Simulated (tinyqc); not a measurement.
Effective-mass impurity with a central-cell term, in a basis of Slater functions: one step, computed by the program tinyqc. Command: `OMP_NUM_THREADS=1 python tinyqc.py 3023942 3023943 out.jsonl centralcell walk`. One thread of a shared host (Intel(R) Xeon(R) Processor @ 2.30GHz), about 0.01 s of CPU time with the checks.

The envelope obeys H = -nabla^2 - (2/r) [Z + A exp(-kappa r)] in effective units, with kappa = a*/lambda; positive A deepens the well near the core.

Problem. Matrices over the s basis. zeta_i = zeta_1 beta^(i-1), i = 1..n. For s functions exp(-zeta r), with s = zeta_i + zeta_j: S = 2/s^3, T = zeta_i zeta_j S, V = -2 Z/s^2, W = -2 A/(s + kappa)^2; each function is normalised by dividing by sqrt(S_ii S_jj).

Inputs (values chosen for the exercise, for a model semiconductor):
```
quantity                  value  unit
charge Z of the core          1     -
central-cell strength A    -3.4     -
basis size n                  4     -
smallest exponent zeta_1   0.33  1/a*
ratio beta of exponents     3.2     -
```

Impurity: donor, one isotropic band.

kappa = 11.32490 1/a*

Give: exponents; overlap S; kinetic T; Coulomb V; central cell W.

Solution.

exponents (1/a*): 0.33  1.056  3.3792  10.81344

overlap S, lower triangle (symmetric):
```
        1       2       3       4
1  1.0000
2  0.6181  1.0000
3  0.1846  0.6181  1.0000
4  0.0390  0.1846  0.6181  1.0000
```

kinetic T (Ry*), lower triangle (symmetric):
```
         1         2       3       4
1   0.1089
2  0.21540  1.115136
3  0.20586    2.2057  11.419
4  0.13907    2.1080  22.586  116.93
```

Coulomb V (Ry*), lower triangle (symmetric):
```
          1        2        3          4
1     -0.66
2  -0.85670   -2.112
3  -0.68473  -2.7414  -6.7584
4  -0.43428  -2.1911  -8.7726  -21.62688
```

central cell W (Ry*), lower triangle (symmetric):
```
           1        2       3       4
1  0.0068052
2   0.034632  0.17740
3    0.14171  0.73819  3.2096
4    0.36320   1.9510  9.2269  31.674
```
